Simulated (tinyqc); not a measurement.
Abrupt p-n junction, non-linear Poisson equation by Newton steps: course of the Newton iteration.

One dimension, p side on the left, n side on the right; net doping C = -Na for x < 0 and +Nd for x > 0. The potential psi is counted from the intrinsic level, and the quasi-Fermi potentials are flat: 0 for holes and -V for electrons, so n = ni exp((psi + V)/Vt) and p = ni exp(-psi/Vt) (Boltzmann statistics, full ionisation, no current).

a_i = eps0 eps_r/h_i for the interval from node i to i + 1, with h_i = x_(i+1) - x_i in cm.

Start: The parabolas of an abrupt Na-Nd junction in the depletion approximation: psi_p + q Na (x + xp)^2/(2 eps0 eps_r) for -xp < x < 0, psi_n - q Nd (xn - x)^2/(2 eps0 eps_r) for 0 < x < xn, flat outside, with W = sqrt(2 eps0 eps_r (psi_n - psi_p)(1/Na + 1/Nd)/q), xp = W Nd/(Na + Nd), xn = W Na/(Na + Nd), psi_p = -Vt ln(Na/ni), psi_n = Vt ln(Nd/ni) - V.

n_i = ni exp((psi_i + V)/Vt), p_i = ni exp(-psi_i/Vt), rho_i = p_i - n_i + C_i, g_i = (n_i + p_i)/Vt. Box widths w_i = (h_(i-1) + h_i)/2 in cm. Residual F_i = a_i (psi_(i+1) - psi_i) - a_(i-1) (psi_i - psi_(i-1)) + q rho_i w_i; Jacobian: a_(i-1) and a_i beside the diagonal, b_i = -a_(i-1) - a_i - q g_i w_i on it. The two end nodes are fixed.

Solve the tridiagonal system a_(i-1) d_(i-1) + b_i d_i + a_i d_(i+1) = -F_i for nodes 1 to 11, with d = 0 on fixed nodes. Each component d is damped to sign(d) Vt ln(1 + |d|/Vt) before it is added.

Stop when the largest undamped |d| is below 1e-9 V, or after 80 iterations.

Values chosen for this exercise; band and dielectric values close to those of gallium phosphide: temperature T = 325 K; band gap Eg = 2.22 eV; relative permittivity eps_r = 11.2; conduction-band density of states at T Nc = 1.98e19 cm^-3; valence-band density of states at T Nv = 2.16e19 cm^-3; acceptor density of the p side Na = 2e18 cm^-3; donor density of the n side Nd = 5.6e17 cm^-3; bias of the p side against the n side V = 0 V.

Constants: q = 1.602176634e-19 C, kB = 1.380649e-23 J/K, Vt = kB T/q, eps0 = 8.8541878128e-14 F/cm where lengths are in cm. Results are converted to the units shown.

```
node  x (nm)  net doping C (cm^-3)
0      -45.6                 -2e18
1      -31.8                 -2e18
2      -20.4                 -2e18
3        -11                 -2e18
4       -3.2                 -2e18
5        3.2                5.6e17
6       11.3                5.6e17
7       21.4                5.6e17
8       34.2                5.6e17
9       50.3                5.6e17
10      70.6                5.6e17
11      96.1                5.6e17
12       128                5.6e17
```

ni = 126.701 cm^-3

Course of the iteration:
```
iteration  largest |F| (C/cm^2)  largest |d| (V)  at node
1                       5.49e-8           0.0207        5
2                       9.95e-9          5.64e-3        5
3                       1.09e-9          5.19e-4        5
4                      1.19e-11          4.78e-6        5
5                      1.11e-15         4.09e-10        5
```

Did this iteration meet its convergence test, and what does its course show?

Yes. Converged in 5 iterations. Once the step is below 0.1 Vt, 2 more iteration(s) reach the threshold: near the solution the error is roughly squared each time.

Computed by the program tinyqc: `OMP_NUM_THREADS=1 python tinyqc.py 2000097 2000098 out.jsonl`, one thread of a shared Intel Xeon 2.30GHz, about 0.02 s for the whole run.
